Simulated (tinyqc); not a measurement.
Inside a calculation. Method: plane-wave Kohn-Sham cycle with exchange-only LDA in a layered model solid. Computed by tinyqc, a small Python program that keeps every step. Settings: points = 16, plane-wave index or count = 3, electrons = 2, k points = 1, area = 8.0, mixing = 0.3, iteration cap = 70, Pulay depth = 5. Command: `OMP_NUM_THREADS=1 python tinyqc.py 29859 29860 out.jsonl` (the two numbers bound the seeds that draw the settings). One thread of a shared host (Intel(R) Xeon(R) Processor @ 2.60GHz), about 0.01 s of CPU time with the checks. Later iterations appear only in the table of the cycle.

## Iteration 1: potential

A solid whose potential varies along x alone (atomic units):
```
parameter                      value
period a                    5.600000
cross-section of the cell   8.000000
electrons per cell                 2
grid points                       16
plane waves -n..n, n               3
k points                           1
V1 in V1 cos(2 pi x/a)     -0.730000
```

density at the start, on the grid x_j = j a/N (e/bohr^3): 0.04464286  0.04464286  0.04464286  0.04464286  0.04464286  0.04464286  0.04464286  0.04464286  0.04464286  0.04464286  0.04464286  0.04464286  0.04464286  0.04464286  0.04464286  0.04464286

V_H(G) = 4 pi rho(G)/G^2 for G != 0 (uniform background); v_x = -(3 rho/pi)^(1/3); V = V_ext + V_H + v_x; Fourier components f(G_m) = (1/N) sum_j f(x_j) exp(-i G_m x_j).

Potentials on the grid (hartree):
```
x             V_ext       V_H        v_x          V
0.000000  -0.730000  0.000000  -0.349334  -1.079334
0.350000  -0.674432  0.000000  -0.349334  -1.023766
0.700000  -0.516188  0.000000  -0.349334  -0.865522
1.050000  -0.279359  0.000000  -0.349334  -0.628693
1.400000          0  0.000000  -0.349334  -0.349334
1.750000   0.279359  0.000000  -0.349334  -0.069975
2.100000   0.516188  0.000000  -0.349334   0.166854
2.450000   0.674432  0.000000  -0.349334   0.325098
2.800000   0.730000  0.000000  -0.349334   0.380666
3.150000   0.674432  0.000000  -0.349334   0.325098
3.500000   0.516188  0.000000  -0.349334   0.166854
3.850000   0.279359  0.000000  -0.349334  -0.069975
4.200000          0  0.000000  -0.349334  -0.349334
4.550000  -0.279359  0.000000  -0.349334  -0.628693
4.900000  -0.516188  0.000000  -0.349334  -0.865522
5.250000  -0.674432  0.000000  -0.349334  -1.023766
```

V(G_m), m = 0, 1, 2, ... (hartree): -0.349334  -0.365000  0.000000  0.000000  0.000000  0.000000  0.000000

## Iteration 1: Hamiltonian at one k

k = 0.000000 2 pi / a

H(m,m') = (k + G_m)^2/2 delta + V(G_m - G_m'), with V(-G) = V(G).

H (hartree), lower triangle:
```
           -3         -2         -1         +0         +1         +2        +3
-3   5.315617
-2  -0.365000   2.168422
-1   0.000000  -0.365000   0.280105
+0   0.000000   0.000000  -0.365000  -0.349334
+1   0.000000   0.000000   0.000000  -0.365000   0.280105
+2   0.000000   0.000000   0.000000   0.000000  -0.365000   2.168422
+3   0.000000   0.000000   0.000000   0.000000   0.000000  -0.365000  5.315617
```

## Iteration 1: levels at that k

Diagonalise the Hermitian matrix.

eigenvalues (hartree): -0.650946  0.211119  0.508918  2.195289  2.199099  5.357736  5.357739

## Iteration 1: new density

Motion across x is left out: the lowest 1 band(s) hold two electrons at each of the k points (j + 1/2)/nk - 1/2. Residual R = rho(out) - rho(in); rho(new) = rho(in) + 0.3 R. rho(out) = 2/(a A nk) sum |psi|^2 with psi = sum c exp(i G x). Harris energy E = band energy - dV sum rho (V_H/2 + v_x) + (3/4) dV sum rho v_x with rho(in), dV = a A/N, band energy = (2/nk) sum of the filled levels.

rho(out) (e/bohr^3): 0.12480987  0.11245546  0.08268394  0.05044874  0.02637526  0.01247684  0.00585522  0.00319040  0.00250415  0.00319040  0.00585522  0.01247684  0.02637526  0.05044874  0.08268394  0.11245546

density after iteration 1 (e/bohr^3): 0.06869296  0.06498664  0.05605518  0.04638462  0.03916258  0.03499305  0.03300657  0.03220712  0.03200124  0.03220712  0.03300657  0.03499305  0.03916258  0.04638462  0.05605518  0.06498664

energy per cell = -1.12722502 hartree

## Iteration 2: potential

As before.

Potentials on the grid (hartree):
```
x             V_ext        V_H        v_x          V
0.000000  -0.730000   0.188066  -0.403300  -0.945234
0.350000  -0.674432   0.170046  -0.395912  -0.900297
0.700000  -0.516188   0.121396  -0.376874  -0.771665
1.050000  -0.279359   0.055263  -0.353820  -0.577916
1.400000          0  -0.013885  -0.334411  -0.348297
1.750000   0.279359  -0.074998  -0.322095  -0.117735
2.100000   0.516188  -0.121536  -0.315881   0.078770
2.450000   0.674432  -0.150311  -0.313310   0.210811
2.800000   0.730000  -0.160016  -0.312641   0.257343
3.150000   0.674432  -0.150311  -0.313310   0.210811
3.500000   0.516188  -0.121536  -0.315881   0.078770
3.850000   0.279359  -0.074998  -0.322095  -0.117735
4.200000          0  -0.013885  -0.334411  -0.348297
4.550000  -0.279359   0.055263  -0.353820  -0.577916
4.900000  -0.516188   0.121396  -0.376874  -0.771665
5.250000  -0.674432   0.170046  -0.395912  -0.900297
```

V(G_m), m = 0, 1, 2, ... (hartree): -0.346284  -0.300659  0.001089  0.000001  0.000082  0.000014  -0.000001

## Iteration 2: Hamiltonian at one k

k = 0.000000 2 pi / a

As before.

H (hartree), lower triangle:
```
           -3         -2         -1         +0         +1         +2        +3
-3   5.318667
-2  -0.300659   2.171472
-1   0.001089  -0.300659   0.283155
+0   0.000001   0.001089  -0.300659  -0.346284
+1   0.000082   0.000001   0.001089  -0.300659   0.283155
+2   0.000014   0.000082   0.000001   0.001089  -0.300659   2.171472
+3  -0.000001   0.000014   0.000082   0.000001   0.001089  -0.300659  5.318667
```

## Iteration 2: levels at that k

As before.

eigenvalues (hartree): -0.567085  0.234970  0.456043  2.189849  2.191917  5.347304  5.347306

## Iteration 2: new density

B (overlaps of the stored error matrices):
```
               1              2
1  2.9543475e-02  1.8228065e-02
2  1.8228065e-02  1.1283562e-02
```

Motion across x is left out: the lowest 1 band(s) hold two electrons at each of the k points (j + 1/2)/nk - 1/2. Residual R = rho(out) - rho(in); rho(new) = rho(in) + 0.3 R; Pulay mixing then takes sum c_i of the stored mixed densities, with c from B_ij = sum R_i R_j as in DIIS. rho(out) = 2/(a A nk) sum |psi|^2 with psi = sum c exp(i G x). Harris energy E = band energy - dV sum rho (V_H/2 + v_x) + (3/4) dV sum rho v_x with rho(in), dV = a A/N, band energy = (2/nk) sum of the filled levels.

rho(out) (e/bohr^3): 0.11601617  0.10580578  0.08066521  0.05225378  0.02966084  0.01554098  0.00819065  0.00497088  0.00409330  0.00497088  0.00819065  0.01554098  0.02966084  0.05225378  0.08066521  0.10580578

DIIS coefficients: -1.588801  2.588801

density after iteration 2 (e/bohr^3): 0.10544606  0.09668843  0.07516832  0.05094285  0.03178315  0.01988579  0.01373353  0.01105436  0.01032681  0.01105436  0.01373353  0.01988579  0.03178315  0.05094285  0.07516832  0.09668843

energy per cell = -0.99079480 hartree

## Convergence

Stop when sqrt(dV sum R^2) is below 1e-8, dV = a A/N.

Course of the cycle:
```
iteration  E (hartree)  norm of the residual
1          -1.12722502              2.88e-01
2          -0.99079480              1.78e-01
3          -0.91086359              2.52e-02
4          -0.91341926              3.61e-02
5          -0.91053441              4.81e-04
6          -0.91053969              1.67e-03
7          -0.91053413              2.63e-05
8          -0.91053413              1.71e-08
9          -0.91053413              4.56e-08
10         -0.91053413              6.74e-10
```

Converged in 10 iterations. Before convergence this energy mixes input and output and is not variational, so it may rise towards its limit.
